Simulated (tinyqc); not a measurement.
# Changing the channel mass m

Model: charge control and current of a heterostructure field-effect transistor. Computed by tinyqc, a small Python program. Command: `OMP_NUM_THREADS=1 python tinyqc.py 3020511 3020512 out.jsonl hemt sweep`. One thread of a shared host (Intel(R) Xeon(R) Processor @ 2.30GHz), about 0.01 s of CPU time with the checks.

Two subbands in a triangular well; E_F is counted from the conduction band edge of the channel at the interface.

Inputs (values chosen for the exercise, modelled on AlGaN/GaN):
```
quantity                                  value    unit
permittivity eps (barrier and channel)     9.74       -
barrier thickness d                          36      nm
Schottky barrier phi_B                      1.1      eV
conduction band offset dE_c                0.32      eV
polarisation charge sigma/e             1.2e+13  1/cm^2
gate voltage V_G                              0       V
temperature T                               300       K
mixing                                      0.3       -
iteration cap                               200       -
```

Charge source: polarisation. Velocity law: smooth.

Constants: e = 1.602176634e-19 C; eps_0 = 8.8541878128e-12 F/m; k_B = 8.617333262e-05 eV/K; hbar = 1.054571817e-34 J s; m_0 = 9.1093837015e-31 kg; k_B = 1.380649e-23 J/K.

Method:
- Threshold V_T = phi_B - dE_c - sigma d/(eps eps_0) (in volts); C_b = eps eps_0/d.
- Charge control: n_s = C_b (V_G - V_T - E_F/e)/e. Well: mean field F = e n_s/(2 eps eps_0), E_i = (hbar^2/2m)^(1/3) [(3 pi e F/2)(i + 3/4)]^(2/3), i = 0, 1; n_s = D k_B T sum_i ln(1 + exp((E_F - E_i)/k_B T)), D = m/(pi hbar^2), which is solved in closed form for E_F.
- Iteration from n_s = C_b (V_G - V_T)/(2e): E_F from n_s, n_out from the charge control, n_new = n_s + mixing (n_out - n_s), kept above n_s/10; stop when |n_out/n_s - 1| < 1e-9.
- C_g = e dn_s/dV_G = 1/(1/C_b + 1/C_q), 1/C_q = d(E_F/e)/d(e n_s) by a central difference of +/- 0.1 % in n_s; added distance dd = eps eps_0/C_q.

One run for each value; columns: (1) channel mass m (m_0); (2) gate capacitance C_g (microfarad/cm^2); (3) added distance dd (nm); (4) sheet density n_s (1/cm^2); (5) share in the second subband (%):
```
(1)       (2)    (3)        (4)    (5)
0.020  0.2041  6.257  8.910e+12  30.56
0.032  0.2126  4.571  9.320e+12  23.80
0.050  0.2184  3.492  9.617e+12  15.28
0.079  0.2224  2.773  9.861e+12   6.02
0.200  0.2292  1.628  1.024e+13   0.65
0.320  0.2315  1.258  1.036e+13   0.54
0.500  0.2330  1.019  1.045e+13   0.67
```

Give the missing row, channel mass m (m_0) = 0.130.

Computed row; columns: (1) channel mass m (m_0); (2) gate capacitance C_g (microfarad/cm^2); (3) added distance dd (nm); (4) sheet density n_s (1/cm^2); (5) share in the second subband (%):
```
(1)       (2)    (3)        (4)   (5)
0.130  0.2263  2.112  1.008e+13  1.39
```

Interpolating between the two neighbouring rows (the first column on a logarithmic scale, the others too where they are positive) misses most in share in the second subband (%), by 31 %. Over the rows, gate capacitance C_g (microfarad/cm^2) rises from 0.204 to 0.233 (exponent d ln y / d ln x 0.087 between the first rows and 0.014 between the last); added distance dd (nm) falls from 6.26 to 1.02 (exponent d ln y / d ln x -0.67 between the first rows and -0.47 between the last); sheet density n_s (1/cm^2) rises from 8.91e12 to 1.05e13 (exponent d ln y / d ln x 0.096 between the first rows and 0.020 between the last). A light mass lowers the density of states and raises E_0, so more of the gate voltage goes into E_F.

Caution (rows 0.0200, 0.0320, 0.0500, 0.0790, 0.130, 0.200): E_F lies above the conduction band minimum of the barrier, so electrons would spill into the barrier.

Extremes, crossings and ranges named in words are read from the listed rows.
